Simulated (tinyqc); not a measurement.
Inside a calculation. Method: Luttinger-Kohn k.p, four valence bands. One step of it, computed by the program tinyqc.

Task: Hole masses. E = c [g1 k^2 -/+ 2 sqrt(g2^2 k^4 + 3 (g3^2 - g2^2)(kx^2 ky^2 + ky^2 kz^2 + kz^2 kx^2))] with c = hbar^2/2m, and m* = hbar^2 k^2 / (2 E).

Luttinger parameters chosen for this model; energies are counted downward from the top of the valence band:
```
parameter     value  unit
g1         3.570000
g2         0.380000
g3         0.870000
```

Give: Masses.

Result:

Masses (electron masses):
```
direction   heavy   light
[100]      0.3559  0.2309
[110]      0.4960  0.1952
[111]      0.5464  0.1883
```
